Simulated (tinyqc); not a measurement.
Short-period [001] superlattice in sp3s* tight binding: one step. Levels of the small cell. Five cases, with inputs chosen for the exercise.

Problem. Diagonalise (s, pz, s* block of a cell with n = 1, m = 1; px and py are apart). The lowest 4 levels are filled. Give the share of the cation weight of the lowest empty level that lies on the A cations, c1.

Case 1.

H (eV), rows sa1, za1, *a1, sc1, zc1, *c1, sa2, za2, *a2, sc2, zc2, *c2 and columns alike:
```
[[-8.18955, 0, 0, -3.22750, 2.24000, 0, 0, 0, 0, -3.33000, -2.55400, 0],
 [0, 0.77695, 0, -2.88900, 0.97900, -2.40250, 0, 0, 0, 2.75450, 0.93700, 2.49700],
 [0, 0, 7.80495, 0, 2.42350, 0, 0, 0, 0, 0, -2.26700, 0],
 [-3.22750, -2.88900, 0, -2.64795, 0, 0, -3.22750, 2.88900, 0, 0, 0, 0],
 [2.24000, 0.97900, 2.42350, 0, 3.67905, 0, -2.24000, 0.97900, -2.42350, 0, 0, 0],
 [0, -2.40250, 0, 0, 0, 6.75005, 0, 2.40250, 0, 0, 0, 0],
 [0, 0, 0, -3.22750, -2.24000, 0, -8.18955, 0, 0, -3.33000, 2.55400, 0],
 [0, 0, 0, 2.88900, 0.97900, 2.40250, 0, 0.77695, 0, -2.75450, 0.93700, -2.49700],
 [0, 0, 0, 0, -2.42350, 0, 0, 0, 7.80495, 0, 2.26700, 0],
 [-3.33000, 2.75450, 0, 0, 0, 0, -3.33000, -2.75450, 0, -1.63216, 0, 0],
 [-2.55400, 0.93700, -2.26700, 0, 0, 0, 2.55400, 0.93700, 2.26700, 0, 3.10684, 0],
 [0, 2.49700, 0, 0, 0, 0, 0, -2.49700, 0, 0, 0, 6.27484]]
```

Case 2.

H (eV), rows sa1, za1, *a1, sc1, zc1, *c1, sa2, za2, *a2, sc2, zc2, *c2 and columns alike:
```
[[-8.50155, 0, 0, -2.68700, 1.11700, 0, 0, 0, 0, -3.74250, -2.13700, 0],
 [0, 0.81495, 0, -2.78800, 0.93950, -2.24150, 0, 0, 0, 3.16150, 1.07600, 2.54800],
 [0, 0, 8.19295, 0, 1.72850, 0, 0, 0, 0, 0, -2.32900, 0],
 [-2.68700, -2.78800, 0, -1.48000, 0, 0, -2.68700, 2.78800, 0, 0, 0, 0],
 [1.11700, 0.93950, 1.72850, 0, 4.03500, 0, -1.11700, 0.93950, -1.72850, 0, 0, 0],
 [0, -2.24150, 0, 0, 0, 7.06300, 0, 2.24150, 0, 0, 0, 0],
 [0, 0, 0, -2.68700, -1.11700, 0, -8.50155, 0, 0, -3.74250, 2.13700, 0],
 [0, 0, 0, 2.78800, 0.93950, 2.24150, 0, 0.81495, 0, -3.16150, 1.07600, -2.54800],
 [0, 0, 0, 0, -1.72850, 0, 0, 0, 8.19295, 0, 2.32900, 0],
 [-3.74250, 3.16150, 0, 0, 0, 0, -3.74250, -3.16150, 0, -2.56510, 0, 0],
 [-2.13700, 1.07600, -2.32900, 0, 0, 0, 2.13700, 1.07600, 2.32900, 0, 3.74690, 0],
 [0, 2.54800, 0, 0, 0, 0, 0, -2.54800, 0, 0, 0, 6.80590]]
```

Case 3.

H (eV), rows sa1, za1, *a1, sc1, zc1, *c1, sa2, za2, *a2, sc2, zc2, *c2 and columns alike:
```
[[-8.90638, 0, 0, -2.81050, 1.51400, 0, 0, 0, 0, -3.32650, -2.54800, 0],
 [0, 0.58762, 0, -2.72200, 0.91900, -1.95500, 0, 0, 0, 2.74900, 0.94100, 2.49600],
 [0, 0, 7.09312, 0, 1.68400, 0, 0, 0, 0, 0, -2.26450, 0],
 [-2.81050, -2.72200, 0, -2.72973, 0, 0, -2.81050, 2.72200, 0, 0, 0, 0],
 [1.51400, 0.91900, 1.68400, 0, 3.71127, 0, -1.51400, 0.91900, -1.68400, 0, 0, 0],
 [0, -1.95500, 0, 0, 0, 6.74927, 0, 1.95500, 0, 0, 0, 0],
 [0, 0, 0, -2.81050, -1.51400, 0, -8.90638, 0, 0, -3.32650, 2.54800, 0],
 [0, 0, 0, 2.72200, 0.91900, 1.95500, 0, 0.58762, 0, -2.74900, 0.94100, -2.49600],
 [0, 0, 0, 0, -1.68400, 0, 0, 0, 7.09312, 0, 2.26450, 0],
 [-3.32650, 2.74900, 0, 0, 0, 0, -3.32650, -2.74900, 0, -1.87803, 0, 0],
 [-2.54800, 0.94100, -2.26450, 0, 0, 0, 2.54800, 0.94100, 2.26450, 0, 2.87597, 0],
 [0, 2.49600, 0, 0, 0, 0, 0, -2.49600, 0, 0, 0, 6.01497]]
```

Case 4.

H (eV), rows sa1, za1, *a1, sc1, zc1, *c1, sa2, za2, *a2, sc2, zc2, *c2 and columns alike:
```
[[-8.20311, 0, 0, -3.22700, 2.24100, 0, 0, 0, 0, -3.33250, -2.54800, 0],
 [0, 0.73839, 0, -2.88950, 0.97700, -2.40600, 0, 0, 0, 2.75100, 0.93650, 2.50100],
 [0, 0, 7.76689, 0, 2.41850, 0, 0, 0, 0, 0, -2.26050, 0],
 [-3.22700, -2.88950, 0, -2.66494, 0, 0, -3.22700, 2.88950, 0, 0, 0, 0],
 [2.24100, 0.97700, 2.41850, 0, 3.67106, 0, -2.24100, 0.97700, -2.41850, 0, 0, 0],
 [0, -2.40600, 0, 0, 0, 6.75606, 0, 2.40600, 0, 0, 0, 0],
 [0, 0, 0, -3.22700, -2.24100, 0, -8.20311, 0, 0, -3.33250, 2.54800, 0],
 [0, 0, 0, 2.88950, 0.97700, 2.40600, 0, 0.73839, 0, -2.75100, 0.93650, -2.50100],
 [0, 0, 0, 0, -2.41850, 0, 0, 0, 7.76689, 0, 2.26050, 0],
 [-3.33250, 2.75100, 0, 0, 0, 0, -3.33250, -2.75100, 0, -1.70427, 0, 0],
 [-2.54800, 0.93650, -2.26050, 0, 0, 0, 2.54800, 0.93650, 2.26050, 0, 3.05173, 0],
 [0, 2.50100, 0, 0, 0, 0, 0, -2.50100, 0, 0, 0, 6.17973]]
```

Case 5.

H (eV), rows sa1, za1, *a1, sc1, zc1, *c1, sa2, za2, *a2, sc2, zc2, *c2 and columns alike:
```
[[-8.20914, 0, 0, -3.21850, 2.23450, 0, 0, 0, 0, -3.33200, -2.54900, 0],
 [0, 0.74286, 0, -2.88450, 0.97800, -2.40450, 0, 0, 0, 2.74150, 0.94000, 2.49300],
 [0, 0, 7.78286, 0, 2.41800, 0, 0, 0, 0, 0, -2.25700, 0],
 [-3.21850, -2.88450, 0, -2.66418, 0, 0, -3.21850, 2.88450, 0, 0, 0, 0],
 [2.23450, 0.97800, 2.41800, 0, 3.66882, 0, -2.23450, 0.97800, -2.41800, 0, 0, 0],
 [0, -2.40450, 0, 0, 0, 6.74382, 0, 2.40450, 0, 0, 0, 0],
 [0, 0, 0, -3.21850, -2.23450, 0, -8.20914, 0, 0, -3.33200, 2.54900, 0],
 [0, 0, 0, 2.88450, 0.97800, 2.40450, 0, 0.74286, 0, -2.74150, 0.94000, -2.49300],
 [0, 0, 0, 0, -2.41800, 0, 0, 0, 7.78286, 0, 2.25700, 0],
 [-3.33200, 2.74150, 0, 0, 0, 0, -3.33200, -2.74150, 0, -1.70410, 0, 0],
 [-2.54900, 0.94000, -2.25700, 0, 0, 0, 2.54900, 0.94000, 2.25700, 0, 3.05590, 0],
 [0, 2.49300, 0, 0, 0, 0, 0, -2.49300, 0, 0, 0, 6.19390]]
```

Give: levels; share on A cations.

Solution.

Case 1.

levels (eV): [-12.393, -10.080, -7.242, -0.233, 1.906, 1.924, 2.450, 4.405, 6.517, 7.805, 10.096, 11.161]

share on A cations = 0.817

The lowest empty level is number 5, at 1.906 eV.

Case 2.

levels (eV): [-12.675, -9.449, -7.209, -0.172, 1.881, 2.166, 2.819, 4.912, 6.949, 8.193, 10.371, 10.831]

share on A cations = 0.690

The lowest empty level is number 5, at 1.881 eV.

Case 3.

levels (eV): [-12.581, -10.315, -7.141, -0.348, 1.218, 1.828, 2.390, 4.332, 6.455, 7.093, 9.497, 9.865]

share on A cations = 0.715

The lowest empty level is number 5, at 1.218 eV.

Case 4.

levels (eV): [-12.417, -10.092, -7.284, -0.268, 1.880, 1.899, 2.388, 4.370, 6.472, 7.767, 10.062, 11.116]

share on A cations = 0.817

The lowest empty level is number 5, at 1.880 eV.

Case 5.

levels (eV): [-12.412, -10.093, -7.266, -0.268, 1.873, 1.905, 2.385, 4.375, 6.472, 7.783, 10.051, 11.121]

share on A cations = 0.815

The lowest empty level is number 5, at 1.873 eV.

Computed by tinyqc, one run a case: `OMP_NUM_THREADS=1 python tinyqc.py N N+1 out.jsonl` with N = 1480091, 1480351, 1480644, 1480796, 1481437; one thread of a shared Intel(R) Xeon(R) Processor @ 2.30GHz, about 0.7 s a run at most.
